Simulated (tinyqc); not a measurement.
Inside a calculation: BHZ model on a square lattice (one spin block). Values are carried at full precision from step to step, so a last printed digit may differ when a step is redone from the rounded ones.

h(k) = e0 + d.s with s the Pauli matrices in the basis (E, H), k in units of 1/a: dx = (A/a) sin kx, dy = (A/a) sin ky, dz = M - (2B/a^2)(2 - cos kx - cos ky), e0 = -(2D/a^2)(2 - cos kx - cos ky). The other spin block is h*(-k). For small k this is the continuum model with dz = M - B k^2.

Parameters, chosen for this exercise (of the size used for thin Bi2Se3 films; shifted at random, so the results belong to these values and not to a real crystal): A = 2.35 eV angstrom; B = -19.5 eV angstrom^2; D = -5.1 eV angstrom^2; M = -0.0397 eV (mass term); a = 15 angstrom (grid spacing); k = (0.08, 0.39) 1/a (wave vector); nk = 24 (points along kx).

## One k point

Form e0, d and E = e0 -/+ |d|.

e0 = 3.549 meV

dx, dy, dz (meV): 12.520  59.563  -26.130

levels (meV): -62.687  69.785

## Signs of dz at the four invariant points

dz = M, M - 4B/a^2 (twice), M - 8B/a^2 at (0,0), (pi,0), (0,pi), (pi,pi). The product of the signs is (-1)^nu. C = (s00 - s0p - sp0 + spp)/2 is the Chern number of the lower band of this block, in the sense Omega = curl of i<u|grad u>.

dz (meV): (0,0) -39.70, (pi,0) 306.97, (0,pi) 306.97, (pi,pi) 653.63

nu (Z2 index) = 1
C = -1

M/B > 0: the bands are inverted at Gamma alone, a quantum spin Hall insulator.

## Wilson loop

For each ky: x = -(1/2 pi) arg of the product of <u_j|u_(j+1)> over nk points kx = 2 pi j/nk of the lower band, folded into (-1/2, 1/2]. x is the centre of the hybrid Wannier function; minus its winding over ky from -pi to pi (followed on 61 points) is C.

Centres:
```
ky        x (a)
-3.142   0.0000
-1.500   0.0345
-0.700   0.1200
-0.350   0.2345
-0.150   0.3626
0.000    0.5000
0.150   -0.3626
0.350   -0.2345
0.700   -0.1200
1.500   -0.0345
3.142    0.0000
```

C from the winding = -1

The centre winds once across the cell, 53 % of the way within |ky| < 0.35; the other spin winds oppositely, so the pair switches partners.

## Edge state of the continuum model

At a hard wall the state is exp(-l1 y) - exp(-l2 y). At kx = 0: E = -D M/B, slope hbar v = A sqrt(1 - D^2/B^2), l = F -/+ sqrt(F^2 - M/B) with F = |A|/(2 sqrt(B^2 - D^2)); complex l means an oscillating tail. Penetration 1/Re(l1).

E at kx = 0 = 10.383 meV
hbar v = 2.2682 eV angstrom

l1, l2 (1/angstrom): 0.01928  0.10557

penetration = 51.9 angstrom

## Checks

- Chern number from the winding against the sign formula: both -1.0.

Computed by tinyqc, a small Python program: `OMP_NUM_THREADS=1 python tinyqc.py 1450190 1450191 out.jsonl` (the numbers bound the seed that draws the inputs); one thread of a shared host (Intel(R) Xeon(R) Processor @ 2.30GHz), about 0.08 s for the whole set of steps.
